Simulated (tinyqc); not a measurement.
Threshold-voltage variability of a planar MOSFET, analytic estimates: one step of the calculation.

Three independent sources add in quadrature: random dopants in the depleted layer, metal-gate grains of two orientations, and roughness of the two gate edges acting through the roll-off VT = VT(long) - Vr exp(-L/l). These are first-order estimates: no three-dimensional electrostatics, no percolation.

Question. Margin in standard deviations for the wanted yield. Cells fail independently with probability Q(k) = erfc(k/sqrt(2))/2 when the margin is k standard deviations, and Y = exp(-Nb Q(k)). phi = exp(-k^2/2)/sqrt(2 pi). Newton steps on ln Q(k) = ln(-ln(Y)/Nb): k(new) = k + [ln Q - ln(-ln(Y)/Nb)] Q/phi.

Values chosen for this exercise: number of cells Nb = 65536; wanted yield Y = 0.961.

k at the start = 2

Give: Q(k); phi; k after iteration 1.

Answer.

Q(k) = 0.022750
phi = 0.053991
k after iteration 1 = 6.4377

tinyqc, about 0.01 s, one thread, Intel Xeon 2.30GHz (shared host): `OMP_NUM_THREADS=1 python tinyqc.py 2090159 2090160 out.jsonl`
